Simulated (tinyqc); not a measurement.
Nanosheet or nanowire with hard walls, valleys of the Ge type: one step. One-dimensional subbands. Two cases, with inputs chosen for the exercise.

Question. The ten lowest levels of all groups together, numbered within each group.

Hard walls around a W x H rectangle. The block w_c of w in (y, z) confines; the transport mass follows from 1/m_x = w_xx - w_xc w_c^-1 w_cx. The cross-section problem c (w_yy ky^2 + 2 w_yz ky kz + w_zz kz^2), c = hbar^2/2m0, is solved in products sin(n pi y/W) sin(l pi z/H), n, l = 1 to 12; if w_yz = 0 the levels are c pi^2 (w_yy n^2/W^2 + w_zz l^2/H^2). The w_yz term couples (n, l) to (n', l') by -2 c w_yz D_nn'(W) D_ll'(H) with D_nm(L) = 4 n m/(L (n^2 - m^2)) for n + m odd and 0 otherwise.

Constants: hbar^2/2m0 = 3.80998211 eV angstrom^2.

Give: Subbands.

Case 1.

Values chosen (out of a larger set: near those of Ge; not measured data): W = 35 angstrom (width, along y); H = 44 angstrom (height, along z = [001]).

Valleys:
```
group  valleys g      w_yy      w_zz    |w_yz|  m_x (m0)
A              4  8.242699  8.242699  3.805494  0.583000
```

Answer.

Subbands:
```
label  valleys g  m_x (m0)  E (eV)
A1             4    0.5830  0.3953
A2             4    0.5830  0.7922
A3             4    0.5830  1.1820
A4             4    0.5830  1.3112
A5             4    0.5830  1.7695
A6             4    0.5830  1.9222
A7             4    0.5830  2.4228
A8             4    0.5830  2.6289
A9             4    0.5830  2.6708
A10            4    0.5830  3.0453
```

The lowest subband is A1; the number of further ones in the list within kB T = 6.6 meV of it at 77 K is 0.

Case 2.

Values chosen (out of a larger set: near those of Ge; not measured data): W = 95 angstrom (width, along y); H = 58 angstrom (height, along z = [001]).

Valleys:
```
group  valleys g      w_yy      w_zz    |w_yz|  m_x (m0)
A              4  8.337249  8.337249  3.857873  0.591000
```

Answer.

Subbands:
```
label  valleys g  m_x (m0)  E (eV)
A1             4    0.5910  0.1233
A2             4    0.5910  0.2113
A3             4    0.5910  0.3471
A4             4    0.5910  0.4033
A5             4    0.5910  0.5051
A6             4    0.5910  0.5166
A7             4    0.5910  0.6842
A8             4    0.5910  0.7087
A9             4    0.5910  0.8655
A10            4    0.5910  0.9131
```

The lowest subband is A1; the number of further ones in the list within kB T = 25.9 meV of it at 300 K is 0.

Computed by tinyqc, one run a case: `OMP_NUM_THREADS=1 python tinyqc.py N N+1 out.jsonl` with N = 1252057, 1252452; one thread of a shared Intel(R) Xeon(R) Processor @ 2.30GHz, about 0.4 s a run at most.
